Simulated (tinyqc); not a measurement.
Atomic layer deposition: Langmuir saturation, growth per cycle and coating of deep features: one step, computed by the program tinyqc.

Precursor A sticks only on free sites, so a long enough pulse saturates; co-reactant B then frees the sites again.

Task: Flux and saturation time. Wall flux F = p/sqrt(2 pi M k_B T); rate of filling k_a = beta F/q; desorption k_d = 1e13 exp(-E_d/(k_B T)) per second. 1/m^2 = 1e-18/nm^2. Temperatures in kelvin are T(C) + 273.15.

Inputs (values chosen for the exercise, modelled on silicon dioxide from an aminosilane and ozone):
```
quantity                                 value    unit
precursor mass M                           174       u
site density q                             2.7  1/nm^2
sticking probability beta on free sites  0.012       -
precursor pressure p                      0.97      Pa
temperature T                              200       C
desorption energy E_d                     1.56      eV
```

Constants: u = 1.6605390666e-27 kg; k_B = 1.380649e-23 J/K; k_B = 8.617333262e-05 eV/K.

Give: flux F; k_a; k_d; time to 99 % without desorption, ln(100)/k_a.

Result:

flux F = 8907.2 1/(nm^2 s)

k_a = 39.588 1/s

k_d = 2.4187e-04 1/s

time to 99 % without desorption, ln(100)/k_a = 0.11633 s
